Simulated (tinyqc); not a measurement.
Current of a Schottky diode by thermionic-emission-diffusion theory, and its read-back from I-V-T and C-V data: one step, computed by the program tinyqc. Command: `OMP_NUM_THREADS=1 python tinyqc.py 3023331 3023332 out.jsonl schottky walk`. One thread of a shared host (Intel(R) Xeon(R) Processor @ 2.30GHz), about 0.01 s of CPU time with the checks.

Full ionisation, no tunnelling, no recombination current. V is the voltage across the junction itself, forward positive.

Problem. Read-back from the I-V curve. N_c(T) = N_c (T/300 K)^(3/2); V_bi = phi_0 - (k_B T/e) ln(N_c(T)/N); surface field F = sqrt(2 e N (V_bi - V - k_B T/e)/(eps eps_0)); image lowering d_phi = sqrt(e F/(4 pi eps eps_0)); effective barrier phi = phi_0 - d_phi - sigma^2 (1 - rho V)/(2 k_B T). Collection velocity v_R = A* T^2/(e N_c(T)); diffusion velocity v_D = mu F; J = e N_c(T) v_R/(1 + v_R/v_D) exp(-phi/k_B T) [exp(e V/k_B T) - 1]. Ideality n = (e/k_B T)/(d ln J/dV) by a central difference of +/- 1 mV; J_0 = J exp(-e V/(n k_B T)); apparent barrier phi_IV = k_B T ln(A* T^2/J_0); a C-V plot gives phi_CV = phi_0, the mean without lowering.

Inputs (values chosen for the exercise, modelled on n-type 4H-SiC):
```
quantity                                     value          unit
Richardson constant A*                         148  A/(cm^2 K^2)
effective density of states at 300 K, N_c  1.8e+19        1/cm^3
permittivity eps                               9.7             -
mobility mu                                    960    cm^2/(V s)
barrier without image force phi_0 (mean)      1.17            eV
doping N                                   5.3e+16        1/cm^3
junction voltage V                            0.47             V
temperature T                                  250             K
standard deviation sigma                        33           meV
relative change of sigma^2 with bias, rho      0.7           1/V
```

Barrier: Gaussian spread of heights.

Constants: k_B = 8.617333262e-05 eV/K; e = 1.602176634e-19 C; eps_0 = 8.8541878128e-12 F/m.

Give: ideality factor n; extrapolated J_0; apparent barrier phi_IV; phi_CV - phi_IV.

Solution.

ideality factor n = 1.037

extrapolated J_0 = 6.964e-16 A/cm^2

apparent barrier phi_IV = 1.097 eV

phi_CV - phi_IV = 72.57 meV
